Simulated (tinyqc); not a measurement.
Geometry alone against geometry with stress: oxidation of curved silicon (wires and holes): cylindrical Deal-Grove kinetics with stress-retarded reaction. Computed by tinyqc, a small Python program. Command: `OMP_NUM_THREADS=1 python tinyqc.py 3026024 3026025 out.jsonl wireox walk`. One thread of a shared host (Intel(R) Xeon(R) Processor @ 2.30GHz), about 0.02 s of CPU time with the checks.

Silicon fills r < a and oxide a < r < b. One volume of silicon gives 2.25 volumes of oxide, and the length is fixed.

Inputs (values chosen for the exercise, close to those used for silicon in steam): prefactor B0 = 424 um^2/h; activation energy E_B = 0.782 eV; prefactor (B/A)0 = 1.12e+08 um/h; activation energy E_A = 2.06 eV; starting silicon radius a0 = 43 nm; starting oxide x_i = 1 nm; viscosity prefactor eta0 = 3.1e-09 Pa s; viscosity energy E_eta = 5.5 eV; critical shear stress s_c = 60 MPa; activation volume V_k = 8.8 angstrom^3; temperature T = 825 C; time t = 2 h.

Shape: wire (convex).

Constants: k_B = 8.617333262e-05 eV/K.

Method:
- B = B0 exp(-E_B/(k_B T)), B/A = (B/A)0 exp(-E_A/(k_B T)), eta = eta0 exp(E_eta/(k_B T)); 1 um = 1000 nm.
- Temperatures in kelvin are T(C) + 273.15.
- Geometry: b^2 = b0^2 + 1.25 (a0^2 - a^2), b0 = a0 + x_i.
- Rate of oxide made per interface area: q = 1/[1/k + 2 a |ln(b/a)|/B], and |da/dt| = q/2.25. Reaction k = (B/A) exp(-sigma V_k/(k_B T)). New oxide pushes the old with radial speed u = 1.25 |da/dt| at r = a; the shear stress at radius r is s_c asinh(z a^2/r^2), z = 2 eta u/(a s_c) (Eyring flow), and the compressive normal stress at the interface is sigma = |int_a^b 2 s/r dr| = s_c |F(z) - F(z a^2/b^2)|, F(y) = int_0^y asinh(w)/w dw. q and sigma are solved together. 1 MPa angstrom^3 = 6.241509e-6 eV.
- Integrate da/dt adaptively (tolerance 1e-8); a wire counts as consumed at a = 0.5 nm and a hole as closed at b = 0.5 nm. Planar reference: x^2 + A x = B t + x_i^2 + A x_i, A = B/(B/A).
- A dash marks a stress-free run that has consumed the wire or closed the hole.

B = 109271 nm^2/h

B/A = 39.3720 nm/h

low-stress viscosity eta = 5.40386e+16 Pa s

k_B T = 0.0946312 eV

Oxide thickness (nm):
```
t (h)  planar  curved, no stress  curved, with stress  a (nm)  sigma (MPa)
0.06     3.36              3.296                3.198  41.997        114.7
0.20     8.85              8.403                7.777  39.818        275.6
0.40    16.65             15.186               13.326  37.017        468.8
0.80    32.13             27.337               22.138  32.193        781.6
1.40    55.03             42.916               31.906  26.271       1159.8
2.00    77.58             56.051               39.167  21.437       1487.4
3.00   114.40                  -               47.871  15.081       1989.0
4.00   150.34                  -               53.847  10.299       2479.8
```

At 2 h the thickness is 0.723 of the planar value from geometry alone and 0.505 with stress. On a wire the new oxide spreads over a larger circumference, which thins it, while the oxidant converges on a smaller interface. Stress and geometry both count. Caution: rows with a normal stress above about 1.5 GPa lie beyond the range of a viscous flow law. Caution: elasticity of the oxide, stress-dependent diffusion and thin-oxide enhancement are left out.
